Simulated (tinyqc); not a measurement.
Worked calculation: four-point probe, van der Pauw, Hall and spreading-resistance readings of a semiconductor layer. Computed by tinyqc, a small Python program that keeps every step. Command: `OMP_NUM_THREADS=1 python tinyqc.py 3112167 3112168 out.jsonl probe walk`. One thread of a shared host (Intel(R) Xeon(R) Processor @ 2.30GHz), about 0.01 s of CPU time with the checks. Intermediate numbers are printed to about 7 digits and carried at full precision; extremes and crossings named in words are read from the listed rows.

The layer is uniform and ohmic; contacts are points unless a radius is given.

Inputs (values chosen for the exercise, modelled on n-type silicon): carrier density n = 1e+19 1/cm^3; drift mobility mu = 124 cm^2/(V s); layer thickness t = 17 micrometre; probe spacing s = 0.5 mm; current I = 0.5 mA; side ratio a/b of the van der Pauw rectangle = 2.5; magnetic field B = 1.2 T; Hall factor r_H = 1.1; wafer diameter over spacing D/s = 46.

Backing of the layer: insulating.

Constants: e = 1.602176634e-19 C.

## Resistivity and sheet resistance

rho = 1/(e n mu); R_s = rho/t.

resistivity rho = 0.005033475 ohm cm

sheet resistance R_s = 2.960868 ohm/square

## Four-point voltage

Collinear probes with equal spacing on a layer with insulating backing: images at depth 2 m t give V = (rho I/(2 pi s)) G, G = 1 + 4 sum_(m>=1) [1/sqrt(1 + (2 m u)^2) - 1/sqrt(4 + (2 m u)^2)], u = t/s; the sum runs to m = 20000, with the tail 3/(32 u^3 M^2) added to the sum for M = 20000. Limits: thick, rho = 2 pi s V/I; thin on an insulator, rho = (pi/ln 2) t V/I.

t/s = 0.034

G = 40.77336

voltage V = 0.3266364 mV

rho by the thick formula = 0.2052317 ohm cm

rho by the thin formula = 0.005033475 ohm cm

The thick formula is off by +3977.3 % and the thin one by 0.0 %.

## Thickness correction

The last two columns give rho(formula)/rho for rho = 2 pi s V/I and rho = (pi/ln 2) t V/I.

Correction against t/s:
```
t/s         G  thick formula  thin formula
0.1  13.86294       13.86294      1.000000
0.2   6.93147        6.93147      1.000000
0.3   4.62113        4.62113      1.000031
0.5   2.77992        2.77992      1.002645
0.7   2.01748        2.01748      1.018714
1.0   1.50446        1.50446      1.085238
1.5   1.19727        1.19727      1.295469
2.0   1.09388        1.09388      1.578142
3.0   1.03065        1.03065      2.230367
5.0   1.00699        1.00699      3.631937
```

The thin formula holds to 1 % up to t/s = 0.5 and the thick one holds to 1 % from t/s = 5.

## Finite wafer

For a thin circular wafer probed at its centre, R_s = C V/I with C = pi/(ln 2 + ln[((D/s)^2 + 3)/((D/s)^2 - 3)]).

factor C = 4.513895

error if pi/ln 2 is used = 0.4090820 %

## The two van der Pauw resistances

Thin rectangle with point contacts at the corners; for R_B current and voltage contacts lie along the two sides of length a, for R_A along those of length b: exp(-pi R_A/R_s) = (theta_4/theta_3)^4, exp(-pi R_B/R_s) = (theta_2/theta_3)^4 with q = exp(-pi a/b), theta_2 = 2 sum_(m>=0) q^((m + 1/2)^2), theta_3 = 1 + 2 sum_(m>=1) q^(m^2), theta_4 = 1 + 2 sum_(m>=1) (-1)^m q^(m^2).

R_A = 0.005853941 ohm

R_B = 4.792003 ohm

ratio R_B/R_A = 818.5944

## Solving the van der Pauw equation

Solve exp(-pi z R_A) + exp(-pi z R_B) = 1 for z = 1/R_s by seven Newton steps from z = 2 ln 2/(pi (R_A + R_B)); f = R_s 2 ln 2/(pi (R_A + R_B)).

Steps:
```
step  1/z (ohm)  left side less 1
0      10.87281      2.487332e-01
1       6.34398      9.030219e-02
2       4.52158      3.175267e-02
3       3.59554      1.008994e-02
4       3.13507      2.364551e-03
5       2.97945      2.380610e-04
6       2.96111      3.099298e-06
```

R_s found = 2.960868 ohm/square

correction f = 0.2723186

Averaging R_A and R_B without f would overstate R_s by 267.2 %.

## Hall reading

V_H = r_H I B/(e n t); apparent density n/r_H; Hall mobility r_H mu; Hall angle tan = r_H mu B (SI).

Hall voltage = 0.02423174 mV

apparent density = 9.090909e+18 1/cm^3

Hall mobility = 136.4 cm^2/(V s)

tangent of the Hall angle = 0.016368

Checks made by the program: thin limit of G, 2 ln 2/u at u = 0.02 (relative difference below 1e-10); R_s recovered (relative difference 1e-08).
